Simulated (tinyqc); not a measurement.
Through the transition: BHZ model on a square lattice (one spin block).

h(k) = e0 + d.s with s the Pauli matrices in the basis (E, H), k in units of 1/a: dx = (A/a) sin kx, dy = (A/a) sin ky, dz = M - (2B/a^2)(2 - cos kx - cos ky), e0 = -(2D/a^2)(2 - cos kx - cos ky). The other spin block is h*(-k). For small k this is the continuum model with dz = M - B k^2.

Inputs chosen for the exercise (of the size used for thin Bi2Se3 films; shifted at random, so the results belong to these values and not to a real crystal): A = 2.35 eV angstrom; B = -17.2 eV angstrom^2; D = -5.4 eV angstrom^2; a = 15 angstrom (grid spacing).

M is varied. Direct gap at Gamma 2|M|; smallest direct gap on kx = 0 to 1 in steps of 0.01; nu = 1 for M/B > 0, else 0; middle gap of a ribbon of 40 rows at kx = 0 (block (A/a) sy/(2i) + (B/a^2) sz + D/a^2 between rows, hard walls).

Against M (meV):
```
M    2|M|  smallest direct gap  nu  ribbon gap
-40  80.0                80.00   1       0.002
-25  50.0                50.00   1       0.120
-15  30.0                30.00   1       1.151
-8   16.0                16.00   1       4.167
-3    6.0                 6.00   1       8.563
3     6.0                 6.00   0      16.308
8    16.0                16.00   0      24.160
15   30.0                30.00   0      36.315
30   60.0                60.00   0      64.348
```

With B < 0, negative M is inverted. There edge states cross the bulk gap: the ribbon gap is 0.120 against 50.0 meV at M = -25 meV, and 8.563 against 6.0 at -3 meV, where the edge states overlap across the whole ribbon and confinement rules, while for positive M confinement raises it above 2|M| (36.32 against 30 meV at M = 15 meV). The smallest direct gap stays at Gamma on all rows.

Run: tinyqc, `OMP_NUM_THREADS=1 python tinyqc.py 1451056 1451057 out.jsonl`; Intel(R) Xeon(R) Processor @ 2.30GHz, one thread, shared host; about 0.1 s of CPU time with all checks.
